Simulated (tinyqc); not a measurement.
Capacitance of parallel on-chip lines from Laplace's equation on a mesh: one step of the calculation.

Cross-section of an endless row of equal lines between two grounded planes; neighbours are driven in antiphase (+1 V and -1 V), so the plane midway between two lines is at 0 V. By symmetry one quarter is solved: x runs from the centre of a line (column 0, mirror) to that midplane (column 3, 0 V), y from the mid-height of the line (row 0, mirror) to the ground plane (row 4, 0 V). The line fills columns 0 to 1 and rows 0 to 2 at 1 V. Cells beside the line (below row 2) have e2, cells above have e1. Each link between nodes has the conductance g = mean permittivity of the two cells beside it (a cell beyond a mirror counts as 0), and the free nodes obey sum g (V_neighbour - V) = 0.

Task. Link conductances. gx[j, i] joins node (row j, column i) to column i + 1, gy[j, i] to row j + 1.

Values chosen for this exercise:
```
symbol  value  unit                                          meaning
e1        3.9        relative permittivity above and below the lines
e2          1                relative permittivity between the lines
```

Wanted: gx; gy.

Result.

gx:
```
	col 0	col 1	col 2
row 0	0.5000	0.5000	0.5000
row 1	1.000	1.000	1.000
row 2	2.450	2.450	2.450
row 3	3.900	3.900	3.900
row 4	1.950	1.950	1.950
```

gy:
```
	col 0	col 1	col 2	col 3
row 0	0.5000	1.000	1.000	0.5000
row 1	0.5000	1.000	1.000	0.5000
row 2	1.950	3.900	3.900	1.950
row 3	1.950	3.900	3.900	1.950
```

Computed by the program tinyqc: `OMP_NUM_THREADS=1 python tinyqc.py 2790102 2790103 out.jsonl`, one thread of a shared Intel Xeon 2.30GHz, about 1 s for the whole run.
